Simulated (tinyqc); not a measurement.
# Worked calculation: MOSFET in saturation, small-signal circuit and noise

Computed by the program tinyqc: `OMP_NUM_THREADS=1 python tinyqc.py 2150142 2150143 out.jsonl`, one thread of a shared Intel Xeon 2.30GHz, about 0.01 s for the whole run. Printed values are rounded.

Bias by the inversion coefficient IC = I/Ispec (charge-based model with velocity saturation; weak inversion below 0.1, strong above 10). Common-source circuit: gm, gds, Cgs, Cgd and Cj at the inner nodes, Rg in series with the gate; quasi-static, no source or drain resistance, no gate-body capacitance, no substrate network, no induced gate noise, so fmax is an upper estimate.

Values chosen for this exercise:
```
symbol   value         unit                                   meaning
T          350            K                               temperature
L          130           nm                               gate length
W           80           um                          total gate width
Cox       2.04      uF/cm^2                          gate capacitance
mu         150   cm^2/(V s)                                  mobility
n          1.2                                           slope factor
Ls          25           nm                velocity-saturation length
sg       0.039                                           ratio gds/gm
Cov       0.28        fF/um   overlap and fringe capacitance per side
Cj        0.52        fF/um                drain junction capacitance
Rsh         10          ohm              sheet resistance of the gate
Wf         0.5           um                              finger width
Rc         200       ohm um      gate contact and vertical resistance
IC        0.19                                  inversion coefficient
gw        0.09               short-channel excess of the noise factor
Nt      1.9e18  cm^-3 eV^-1                        oxide trap density
lt         0.1           nm          tunnelling length into the oxide
ac        3000        V s/C            Coulomb scattering coefficient
f          0.8          GHz                          signal frequency
```

Constants: q = 1.602176634e-19 C, kB = 1.380649e-23 J/K, Vt = kB T/q. Results are converted to the units shown.

Range of the model: fmax exceeds 4 fT, where channel resistance and substrate losses, left out here, would cap it.

## Current, transconductance and gain

Ispec = 2 n mu Cox (W/L) Vt^2, lc = Ls/L, gms = [sqrt((lc IC + 1)^2 + 4 IC) - 1]/[2 + lc (lc IC + 1)], gm = gms Ispec/(n Vt), gds = sg gm.

Ispec = 411.113 uA
I = 78.1115 uA
gms = 0.161142
gm = 1.83040 mS
gds = 0.0713858 mS
gm/I = 23.4332 1/V

gm/I is 84.8 % of its weak-inversion limit 1/(n Vt); without velocity saturation (lc = 0) gms would be 0.163.

## Capacitances, gate resistance and cut-off frequencies

qs = [sqrt(1 + 4 IC) - 1]/2, Cgs = Cox W L qs (2 qs + 3)/(3 (qs + 1)^2) + Cov W, Cgd = Cov W, Cd = Cj W, Rg = Rsh (Wf/L)/(12 Nf) + Rc/W with Nf = W/Wf fingers (not rounded) contacted at both ends. fT = gm/(2 pi (Cgs + Cgd)), fmax = fT/(2 sqrt(Rg (gds + 2 pi fT Cgd))).

Cgs = 50.7923 fF
Cgd = 22.4 fF
Cd = 41.6 fF
Rg = 2.52003 ohm
fT = 3.98018 GHz
fmax = 49.8837 GHz

Overlap and fringe make up 61.2 % of the gate capacitance; fmax is 12.5 times fT.

## Admittance matrix

Inner admittances at w = 2 pi f: y11 = i w (Cgs + Cgd), y12 = -i w Cgd, y21 = gm - i w Cgd, y22 = gds + i w (Cgd + Cd). Invert to Z, add Rg to Z11 and invert back to Y.

inner y (mS):
```
	1	2
1	0.00000+0.36790i	0.00000-0.11259i
2	1.83040-0.11259i	0.07139+0.32170i
```

Y with Rg (mS):
```
	1	2
1	0.00034+0.36790i	-0.00010-0.11259i
2	1.83030-0.11429i	0.07142+0.32222i
```

## Current gain and unilateral power gain

|h21| = |Y21/Y11|; U = |Y21 - Y12|^2/(4 [Re Y11 Re Y22 - Re Y12 Re Y21]). Extrapolated at 20 dB a decade: f |h21| and f sqrt(U).

|h21| = 4.98462
U = 3888.10
f |h21| = 3.98770 GHz
f sqrt(U) = 49.8837 GHz

f |h21| is 0.19 % above the formula for fT, and f sqrt(U) within 0.01 % of that for fmax.

## Noise at the gate

Channel noise Sid = 4 kB T gam n gm with gam = (1/2 + (2/3) qs)/(1 + qs) + gw lc IC, qs = [sqrt(1 + 4 IC) - 1]/2, lc = Ls/L (the last term an empirical rise with velocity saturation); at the gate, white noise Sw = Sid/gm^2 + 4 kB T Rg. Number fluctuation with correlated mobility: S(f) = K/f, K = q^2 Vt lt Nt/(W L Cox^2) (1 + ac mu Cox I/gm)^2, Vt in eV with Nt per eV. Corner fc = K/Sw. Full shot noise would be 2 q I.

gam = 0.526688
Sid = 2.23611e-23 A^2/Hz
Sid/(2 q I) = 0.893383
sqrt(Sw) = 2.59286 nV/Hz^0.5
K = 3.67028e-11 V^2
fc = 5.45937 MHz

The gate resistance gives 0.72 % of the white noise power. In weak inversion gm = I/(n Vt), so with gam = 1/2 the thermal formula equals shot noise.
